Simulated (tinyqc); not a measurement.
# Gap and screening length from two transmissions

Problem. At the source junction of a tunnel FET, T(w) = exp(-S), S = 2 pi lam sqrt(m/(C Eg)) [w + Eg/2 - sqrt(w (w + Eg))], C = hbar^2/(2 m0). Find Eg (between 0.1 and 3 eV) and lam.

Values chosen for this exercise:
```
symbol  value  unit                               meaning
m       0.095    m0  band-edge mass of the two-band model
```

Constants: q = 1.602176634e-19 C, hbar = 1.054571817e-34 J s, m0 = 9.1093837015e-31 kg, hbar^2/(2 m0) = 0.0380998212 eV nm^2. Results are converted to the units shown.

T(w) at w = 0.06 and 0.45 eV: [2.8592086e-7, 6.6718770e-4]

Answer. The ratio of the two exponents depends on Eg alone and falls steadily with it, which fixes Eg; either exponent then gives lam.

ratio of the two S = 2.061
Eg = 1.170 eV
lam = 4.400 nm

tinyqc, about 0.01 s, one thread, Intel Xeon 2.30GHz (shared host): `OMP_NUM_THREADS=1 python tinyqc.py 2620126 2620127 out.jsonl`
